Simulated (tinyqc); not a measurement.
Surface potential of a MOS transistor: implicit equation and explicit approximations: two steps of the calculation.

p-type body, charge-sheet picture, depletion and inversion only, full ionisation (an idealisation for deep acceptors), Boltzmann statistics (rough once Na exp(x - xn) passes about Nc/7). In units of Vt: xg = (Vg - Vfb)/Vt, x = psi/Vt, G = gamma/sqrt(Vt), xn = (2 phiF + Vc)/Vt. The implicit equation is (xg - x)^2 = G^2 [x - 1 + exp(x - xn)] for x above about 3. Cox = eps0 eox/tox.

Parameters, values chosen for the exercise; band and dielectric values close to those of silicon:
```
symbol,value,unit,meaning
T,300,K,temperature
eox,9.21,,relative permittivity of the gate insulator (close to aluminium oxide)
tox,18,nm,insulator thickness
Vc,0,V,channel-body voltage
```

Constants: q = 1.602176634e-19 C, kB = 1.380649e-23 J/K, Vt = kB T/q, eps0 = 8.8541878128e-14 F/cm where lengths are in cm. Results are converted to the units shown.

Task 1. New x. D = exp(x - xn), f = (xg - x)^2 - G^2 (x - 1 + D), f' = -2 (xg - x) - G^2 (1 + D), x(new) = x - f/f'.

x after iteration 1 = 35.386121
G = 1.4269544
xn = 29.052947
xg = 44.870803

Give: D; f; f'; x after iteration 2.

Result 1.

D = 562.9
f = -1126
f' = -1167
x after iteration 2 = 34.42

Task 2. Potential, charges and gate control. psi = Vt x; N_dep = Cox Vt G sqrt(x - 1)/q; N_inv = (Cox Vt G/q) [sqrt(x - 1 + exp(x - xn)) - sqrt(x - 1)]; dpsi/dVg = 1/[1 + G^2 (1 + exp(x - xn))/(2 (xg - x))].

converged x = 32.751366
G = 1.4269544
xn = 29.052947
xg = 44.870803

Find: psi; N_dep; N_inv; dpsi/dVg.

Result 2.

psi = 0.8467 V
N_dep = 5.878e11 cm^-2
N_inv = 2.982e11 cm^-2
dpsi/dVg = 0.2234

psi lies 3.7 Vt above 2 phiF + Vc.

Program tinyqc, `OMP_NUM_THREADS=1 python tinyqc.py 2122076 2122077 out.jsonl`; Intel Xeon 2.30GHz, shared host, one thread, about 0.01 s.
